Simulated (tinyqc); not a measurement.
Worked calculation: tight binding, kagome lattice. One step of it, computed by the program tinyqc.

Problem. Bloch Hamiltonian at k. H_AB = -t1 - t2 exp(-i k.a1), H_AC = -t1 - t2 exp(-i k.a2), H_BC = -t1 - t2 exp(i k.(a1 - a2)), H_CC = delta.

Parameters chosen for this model:
```
parameter     value                unit
t1         1.070000    eV, up triangles
t2         1.060000  eV, down triangles
delta      0.290000        eV on site C
```

k point k (fractions of the reciprocal vectors): 0.200000  -0.450000

Give: H(k) at k.

Solution.

H(k) at k (eV), lower triangle (Hermitian):
```
               A              B      C
A          0.000
B  -1.398-1.008i          0.000
C  -0.062+0.328i  -0.447-0.858i  0.290
```
